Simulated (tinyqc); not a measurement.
Electron continuity equation in a given potential, Scharfetter-Gummel discretisation: two steps of the calculation.

Steady state in one dimension: J = q mu n E + q D dn/dx with E = -dpsi/dx and D = mu Vt, dJ/dx = 0, fixed densities nL and nR at the ends. The potential is given, psi = U x/L, and is not changed by the electrons.

Inputs (values chosen for the exercise); mobility close to that of gallium phosphide at room temperature:
```
symbol,value,unit,meaning
T,250,K,temperature
mu,248,cm^2/(V s),electron mobility
L,11,um,length of the region
nL,4.8e12,cm^-3,density at x = 0
nR,5.1e13,cm^-3,density at x = L
```

Constants: q = 1.602176634e-19 C, kB = 1.380649e-23 J/K, Vt = kB T/q. Results are converted to the units shown.

Task 1. Bernoulli factors. d_i = (psi_(i+1) - psi_i)/Vt; B(d) = d/(exp(d) - 1), B(0) = 1. The flux on interval i is J_i = (q D/h) [n_(i+1) B(d_i) - n_i B(-d_i)].

psi, node 0 to 12 (V): [0.00000000, 0.01083333, 0.02166667, 0.03250000, 0.04333333, 0.05416667, 0.06500000, 0.07583333, 0.08666667, 0.09750000, 0.10833333, 0.11916667, 0.13000000]

Find: d_i; B(d_i); B(-d_i).

Result 1.

```
interval     d_i  B(d_i)  B(-d_i)
0         0.5029  0.7696    1.272
1         0.5029  0.7696    1.272
2         0.5029  0.7696    1.272
3         0.5029  0.7696    1.272
4         0.5029  0.7696    1.272
5         0.5029  0.7696    1.272
6         0.5029  0.7696    1.272
7         0.5029  0.7696    1.272
8         0.5029  0.7696    1.272
9         0.5029  0.7696    1.272
10        0.5029  0.7696    1.272
11        0.5029  0.7696    1.272
```

The largest |d_i| is 0.503, below 2, so central differences would also keep densities positive.

Task 2. Densities and current. B(d_i) and B(-d_i) are the Bernoulli factors of the potential steps, b and f the diagonal and right side. Solve B(-d_(i-1)) n_(i-1) + b_i n_i + B(d_i) n_(i+1) = f_i (end values already in f), then J_i = (q D/h) [n_(i+1) B(d_i) - n_i B(-d_i)], h = L/12, D = mu Vt.

```
interval      B(d_i)    B(-d_i)
0         0.76955305  1.2724155
1         0.76955305  1.2724155
2         0.76955305  1.2724155
3         0.76955305  1.2724155
4         0.76955305  1.2724155
5         0.76955305  1.2724155
6         0.76955305  1.2724155
7         0.76955305  1.2724155
8         0.76955305  1.2724155
9         0.76955305  1.2724155
10        0.76955305  1.2724155
11        0.76955305  1.2724155
```

```
node  diagonal b  right side f (cm^-3)
1     -2.0419685         -6.1075944e12
2     -2.0419685                     0
3     -2.0419685                     0
4     -2.0419685                     0
5     -2.0419685                     0
6     -2.0419685                     0
7     -2.0419685                     0
8     -2.0419685                     0
9     -2.0419685                     0
10    -2.0419685                     0
11    -2.0419685         -3.9247205e13
```

Give: n; J.

Result 2.

n, node 0 to 12 (cm^-3): [4.800e12, 4.872e12, 4.992e12, 5.190e12, 5.518e12, 6.060e12, 6.956e12, 8.436e12, 1.089e13, 1.493e13, 2.163e13, 3.270e13, 5.100e13]
J, interval 0 to 11 (A/cm^2): [-0.02202, -0.02202, -0.02202, -0.02202, -0.02202, -0.02202, -0.02202, -0.02202, -0.02202, -0.02202, -0.02202, -0.02202]

Program tinyqc, `OMP_NUM_THREADS=1 python tinyqc.py 2220010 2220011 out.jsonl`; Intel Xeon 2.30GHz, shared host, one thread, about 0.01 s.
